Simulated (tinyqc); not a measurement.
Chemical shift by three methods: effective-mass impurity with a central-cell term, in a basis of Slater functions. Computed by tinyqc, a small Python program. Command: `OMP_NUM_THREADS=1 python tinyqc.py 3016638 3016639 out.jsonl centralcell walk`. One thread of a shared host (Intel(R) Xeon(R) Processor @ 2.30GHz), about 0.01 s of CPU time with the checks.

The envelope obeys H = -nabla^2 - (2/r) [Z + A exp(-kappa r)] in effective units, with kappa = a*/lambda; positive A deepens the well near the core.

Inputs (values chosen for the exercise, with mass and screening modelled on GaSb):

| quantity | value | unit |
|---|---|---|
| effective mass m | 0.0387 | m_0 |
| dielectric constant eps | 15.6 | - |
| charge Z of the core | 1 | - |
| central-cell strength A | 63 | - |
| central-cell range lambda | 1.6 | angstrom |

Impurity: donor, one isotropic band.

Constants: Ry = 13.605693123 eV; a_0 = 0.529177210903 angstrom.

Method:
- Units: Ry* = Ry m/eps^2 and a* = a_0 eps/m, with m in m_0.
- kappa = a*/lambda; the hydrogenic ground state is bound by Z^2 Ry*.
- For s functions exp(-zeta r), with s = zeta_i + zeta_j: S = 2/s^3, T = zeta_i zeta_j S, V = -2 Z/s^2, W = -2 A/(s + kappa)^2; each function is normalised by dividing by sqrt(S_ii S_jj).
- Large basis: zeta_i = 0.06 x 1.6^(i-1), i = 1..22, same formulas; for p functions r exp(-zeta r): S = 24/s^5, T = zeta_i zeta_j S (centrifugal term included), V = -12 Z/s^4, W = -12 A/(s + kappa)^4; overlap eigenvalues below 1e-11 are dropped.
- First order: shift = 8 A Z^3/(2 Z + kappa)^2 Ry*. One exponent: minimise zeta^2 - 2 Z zeta - 8 A zeta^3/(2 zeta + kappa)^2 by golden section on 0.2 to 6 Z. All shifts are the binding beyond Z^2 Ry*.

kappa = 133.320 1/a*

Ry* = 2.16363 meV

hydrogenic binding energy = 2.16363 meV

Shift of the 1s binding energy (meV):

| A | first order | one exponent | large basis |
|---|---|---|---|
| -63.0 | -0.059551 | -0.056201 | -0.03946 |
| -31.5 | -0.029776 | -0.028906 | -0.02361 |
| 6.3 | 0.005955 | 0.005992 | 0.00630 |
| 15.8 | 0.014935 | 0.015167 | 0.01731 |
| 31.5 | 0.029776 | 0.030717 | 0.04125 |
| 63.0 | 0.059551 | 0.063487 | 0.14130 |
| 78.8 | 0.074486 | 0.080785 | 0.28567 |

What follows from these numbers?

The three columns are ordered, first order <= one exponent <= large basis, since each is a variational bound with more freedom. At the largest attractive A first order gives 26 % and one exponent 28 % of the shift; at the most repulsive A the true shift is -0.039 meV against -0.060. Attraction pulls the envelope in and feeds itself, repulsion pushes it out and saturates.

Extremes, crossings and ranges named in words are read from the listed rows.
